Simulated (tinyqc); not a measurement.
Threshold of a short bulk MOSFET: charge sharing, barrier lowering, narrow width: two steps of the calculation.

n-channel device on a p-type body, depletion approximation, full ionisation. Uniform doping N = Na. Vbi from Boltzmann statistics is rough for the degenerate source. Cox = eps0 eox/tox.

Values chosen for this exercise; band and dielectric values close to those of silicon: temperature T = 300 K; band gap Eg = 1.11 eV; relative permittivity eps_r = 11.7; conduction-band density of states at T Nc = 2.8e19 cm^-3; valence-band density of states at T Nv = 2.6e19 cm^-3; relative permittivity of the gate insulator (close to silicon dioxide) eox = 3.9; insulator thickness tox = 3.8 nm; channel doping Na = 1e17 cm^-3; source and drain doping Nsd = 1e20 cm^-3; flat-band voltage for the doping Na Vfb = -0.96 V; junction depth xj = 56 nm; body-source voltage Vbs = -0.5 V; drain-source voltage Vds = 0.5 V; gate width W = 520 nm; shape factor of the fringing depletion at the width edges xw = 0.7854; channel length L = 290 nm.

Constants: q = 1.602176634e-19 C, kB = 1.380649e-23 J/K, Vt = kB T/q, eps0 = 8.8541878128e-14 F/cm where lengths are in cm. Results are converted to the units shown.

Task 1. Long-channel threshold and scales. ni = sqrt(Nc Nv) exp(-Eg/(2 Vt)), Eg in volts; 2 pB = 2 Vt ln(N/ni); flat band Vfb - Vt ln(N/Na); Wd = sqrt(2 eps0 eps_r (2 pB - Vbs)/(q N)); body term q N Wd/Cox; long-channel VT0 = flat band + 2 pB + body term; Vbi = Vt ln(N Nsd/ni^2); scale length l = sqrt((eps_r/eox) tox Wd).

Find: N; 2 pB; flat band; Wd; body term; VT0; Vbi; l.

Result 1.

N = 1.0000e17 cm^-3
2 pB = 0.82057 V
flat band = -0.96000 V
Wd = 130.68 nm
body term = 0.23040 V
VT0 = 0.090978 V
Vbi = 0.99915 V
l = 38.597 nm

Task 2. Short-channel and narrow-width shifts. Charge sharing (trapezoid; it ignores Vds): F = (xj/L)(sqrt(1 + 2 Wd/xj) - 1), lowering = body term times F. Barrier lowering: th = exp(-L/(2 l)) + 2 exp(-L/l), lowering = th [2 (Vbi - 2 pB) + Vds], DIBL = th. Narrow width: rise = body term times xw Wd/W. VT by each model = VT0 - lowering + rise.

2 pB = 0.82057468 V
Wd = 130.67984 nm
body term = 0.23040359 V
VT0 = 0.090978266 V
Vbi = 0.99915397 V
l = 38.597281 nm

Find: F; lowering by charge sharing; th; lowering of the barrier; DIBL; narrow-width rise; VT, charge sharing; VT, barrier lowering.

Result 2.

F = 0.2666
lowering by charge sharing = 61.42 mV
th = 0.02445
lowering of the barrier = 20.96 mV
DIBL = 24.45 mV/V
narrow-width rise = 45.48 mV
VT, charge sharing = 0.07503 V
VT, barrier lowering = 0.1155 V

L is 7.51 scale lengths. The charge-sharing lowering is 2.93 times the barrier lowering; the first falls off as 1/L and the second exponentially. Both describe the same loss of gate control, so they are alternatives and are not added.

Numbers from tinyqc (`OMP_NUM_THREADS=1 python tinyqc.py 2002027 2002028 out.jsonl`; about 0.01 s on one thread of a shared Intel Xeon 2.30GHz).
